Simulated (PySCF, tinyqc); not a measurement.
Worked calculation (part 2 of 2): RHF in the 3-21g basis, for H3-, spin multiplicity 1. The basis has no diffuse functions, so it cannot describe the extra electron: this is an exercise in the method, not the real anion. The lowest restricted solution is unstable here: a spin-polarised one lies 0.0336 hartree lower (PySCF). Computed by tinyqc, a small Python program that keeps every step (integrals from PySCF). Command: `OMP_NUM_THREADS=1 python tinyqc.py 26902 26903 out.jsonl` (the two numbers bound the seeds that draw the settings). One thread of a shared host (Intel(R) Xeon(R) Processor @ 2.60GHz), about 0.09 s of CPU time with the checks.

Geometry (angstrom):
```
atom         x         y         z
H     0.000000  0.000000  0.000000
H     0.000000  0.000000  1.107000
H     0.000000  1.133000  0.405000
```

## Iteration 4: DIIS over 2 matrices

error matrix X^T (FDS - SDF) X:
```
[[0.000000, -0.000166, 0.000323, 0.001637, -0.000671, -0.001887],
 [0.000166, 0.000000, 0.000176, 0.001893, -0.000319, -0.001710],
 [-0.000323, -0.000176, 0.000000, 0.001837, 0.000947, 0.000897],
 [-0.001637, -0.001893, -0.001837, 0.000000, 0.001832, 0.001904],
 [0.000671, 0.000319, -0.000947, -0.001832, 0.000000, -0.000764],
 [0.001887, 0.001710, -0.000897, -0.001904, 0.000764, 0.000000]]
```

B (overlaps of the stored error matrices):
```
[[2.5101295e-04, 9.2873324e-05],
 [9.2873324e-05, 5.2211933e-05]]
```

Minimise |sum c_i e_i|^2 with sum c_i = 1: solve [B -1; -1 0][c; lambda] = [0; -1] with B_ij = tr e_i^T e_j, and take F = sum c_i F_i.

DIIS coefficients: [-0.346118, 1.346118]

extrapolated F (hartree), order 1H 1s, 1H 2s, 2H 1s, 2H 2s, 3H 1s, 3H 2s:
```
[[0.534768, -0.220155, -0.282526, -0.278278, -0.217280, -0.241282],
 [-0.220155, -0.073924, -0.252125, -0.194016, -0.201739, -0.169441],
 [-0.282526, -0.252125, 0.571034, -0.205166, -0.096373, -0.142001],
 [-0.278278, -0.194016, -0.205166, -0.043124, -0.129677, -0.112352],
 [-0.217280, -0.201739, -0.096373, -0.129677, 0.633961, -0.180810],
 [-0.241282, -0.169441, -0.142001, -0.112352, -0.180810, -0.016437]]
```

## Iteration 4: diagonalisation and new density

X, order 1H 1s, 1H 2s, 2H 1s, 2H 2s, 3H 1s, 3H 2s:
```
[[1.246303, -0.504452, 0.012346, 0.010690, 0.026236, 0.014115],
 [-0.504452, 1.690117, 0.001575, -0.446394, 0.000903, -0.373459],
 [0.012346, 0.001575, 1.245499, -0.496572, 0.033542, 0.017240],
 [0.010690, -0.446394, -0.496572, 1.611675, 0.012787, -0.270403],
 [0.026236, 0.000903, 0.033542, 0.012787, 1.245384, -0.494227],
 [0.014115, -0.373459, 0.017240, -0.270403, -0.494227, 1.552878]]
```

Diagonalise F' = X^T F X, C = X C', fill 2 alpha and 2 beta electrons from the bottom; D = 2 C_occ C_occ^T. Each column has its largest component positive (the first on a tie).

F' = X^T F X (hartree):
```
[[1.062938, -0.609301, -0.152277, -0.124497, -0.076938, -0.098989],
 [-0.609301, 0.541761, -0.119633, -0.172660, -0.095033, -0.141454],
 [-0.152277, -0.119633, 1.115365, -0.657266, 0.032032, -0.020144],
 [-0.124497, -0.172660, -0.657266, 0.523978, -0.020610, -0.053584],
 [-0.076938, -0.095033, 0.032032, -0.020610, 1.187640, -0.687122],
 [-0.098989, -0.141454, -0.020144, -0.053584, -0.687122, 0.518089]]
```

orbital energies (hartree): [-0.258544, 0.137020, 0.444589, 1.443801, 1.553268, 1.629637]

coefficients C, order 1H 1s, 1H 2s, 2H 1s, 2H 2s, 3H 1s, 3H 2s:
```
[[0.218369, -0.018990, 0.149965, 1.185113, 0.545990, -0.189114],
 [0.356564, -0.068647, 1.215219, -1.115468, -0.638015, 0.435627],
 [0.179780, -0.156011, -0.101568, 0.573776, -1.076110, 0.495197],
 [0.274149, -0.787415, -0.836350, -0.362903, 1.218166, -0.326272],
 [0.136166, 0.188972, -0.065801, 0.000366, 0.499234, 1.220411],
 [0.190270, 0.965775, -0.520480, 0.306236, -0.558575, -1.105968]]
```

D after iteration 4, order 1H 1s, 1H 2s, 2H 1s, 2H 2s, 3H 1s, 3H 2s:
```
[[0.096091, 0.158332, 0.084442, 0.149637, 0.052291, 0.046418],
 [0.158332, 0.263700, 0.149625, 0.303611, 0.071158, 0.003091],
 [0.084442, 0.149625, 0.113320, 0.344264, -0.010004, -0.232929],
 [0.149637, 0.303611, 0.344264, 1.390361, -0.222940, -1.416606],
 [0.052291, 0.071158, -0.010004, -0.222940, 0.108503, 0.416826],
 [0.046418, 0.003091, -0.232929, -1.416606, 0.416826, 1.937848]]
```

## Iteration 9 (converged): orbitals

converged F (hartree), order 1H 1s, 1H 2s, 2H 1s, 2H 2s, 3H 1s, 3H 2s:
```
[[0.535392, -0.219988, -0.280533, -0.277022, -0.219816, -0.243183],
 [-0.219988, -0.073723, -0.249921, -0.192483, -0.203890, -0.170915],
 [-0.280533, -0.249921, 0.573939, -0.204536, -0.095459, -0.140665],
 [-0.277022, -0.192483, -0.204536, -0.042263, -0.129348, -0.111547],
 [-0.219816, -0.203890, -0.095459, -0.129348, 0.631276, -0.180905],
 [-0.243183, -0.170915, -0.140665, -0.111547, -0.180905, -0.016376]]
```

As before.

F' = X^T F X (hartree):
```
[[1.063645, -0.609271, -0.150964, -0.123506, -0.078726, -0.100639],
 [-0.609271, 0.542057, -0.117958, -0.171140, -0.097076, -0.143561],
 [-0.150964, -0.117958, 1.119459, -0.659451, 0.032643, -0.019372],
 [-0.123506, -0.171140, -0.659451, 0.524096, -0.020000, -0.052812],
 [-0.078726, -0.097076, 0.032643, -0.020000, 1.183530, -0.685050],
 [-0.100639, -0.143561, -0.019372, -0.052812, -0.685050, 0.518420]]
```

orbital energies (hartree): [-0.257893, 0.136482, 0.445168, 1.445243, 1.555686, 1.626521]

coefficients C, order 1H 1s, 1H 2s, 2H 1s, 2H 2s, 3H 1s, 3H 2s:
```
[[0.218408, -0.017684, 0.149782, 1.193738, 0.519332, -0.209122],
 [0.357156, -0.054206, 1.216081, -1.125797, -0.601578, 0.459392],
 [0.177945, -0.158096, -0.099637, 0.556323, -1.060634, 0.546262],
 [0.269987, -0.800481, -0.825524, -0.343661, 1.207163, -0.382419],
 [0.137827, 0.188084, -0.068089, 0.003500, 0.554344, 1.196203],
 [0.194451, 0.956805, -0.534342, 0.301320, -0.613260, -1.078464]]
```

D after iteration 9, order 1H 1s, 1H 2s, 2H 1s, 2H 2s, 3H 1s, 3H 2s:
```
[[0.096029, 0.157929, 0.083321, 0.146246, 0.053553, 0.051098],
 [0.157929, 0.260998, 0.144248, 0.279637, 0.078061, 0.035170],
 [0.083321, 0.144248, 0.113318, 0.349192, -0.010419, -0.233332],
 [0.146246, 0.279637, 0.349192, 1.427326, -0.226692, -1.426810],
 [0.053553, 0.078061, -0.010419, -0.226692, 0.108744, 0.413520],
 [0.051098, 0.035170, -0.233332, -1.426810, 0.413520, 1.906574]]
```

## Convergence

Stop when the energy changes by less than 1e-10 hartree and every element of the error matrix X^T (F D S - S D F) X is below 3e-06.

Course of the cycle:
```
iteration  E (hartree)     change  largest element of the error matrix
1          -1.14332959          -                             5.28e-01
2          -1.35024256  -2.07e-01                             3.80e-02
3          -1.35231188  -2.07e-03                             5.88e-03
4          -1.35246216  -1.50e-04                             1.90e-03
5          -1.35253349  -7.13e-05                             1.30e-03
6          -1.35257061  -3.71e-05                             2.24e-04
7          -1.35257111  -4.97e-07                             2.31e-05
8          -1.35257111  -2.07e-09                             7.16e-07
9          -1.35257111  -1.43e-12                             2.02e-07
```

PySCF RHF in the same basis = -1.35257111 hartree

Converged in 9 iterations.

## Populations, bond orders and dipole

overlap S, order 1H 1s, 1H 2s, 2H 1s, 2H 2s, 3H 1s, 3H 2s:
```
[[1.000000, 0.645899, 0.141569, 0.333257, 0.101003, 0.295587],
 [0.645899, 1.000000, 0.333257, 0.669758, 0.295587, 0.622793],
 [0.141569, 0.333257, 1.000000, 0.645899, 0.061530, 0.247538],
 [0.333257, 0.669758, 0.645899, 1.000000, 0.247538, 0.559293],
 [0.101003, 0.295587, 0.061530, 0.247538, 1.000000, 0.645899],
 [0.295587, 0.622793, 0.247538, 0.559293, 0.645899, 1.000000]]
```

Mulliken: Z minus the diagonal of D S on the atom; Loewdin: the same with S^(1/2) D S^(1/2); Mayer order: 2 sum_s sum (D(s) S)_ij (D(s) S)_ji over the two atoms.

Charges (e):
```
atom   Mulliken    Loewdin
1H     0.077577   0.125421
2H    -0.375104  -0.412880
3H    -0.702473  -0.712541
```

Mayer bond orders:
```
pair     order
2-1   0.674346
3-1   0.318127
3-2   0.047139
```

dipole moment about the origin, x y z (debye): [0.000000, -3.856871, -3.365176]
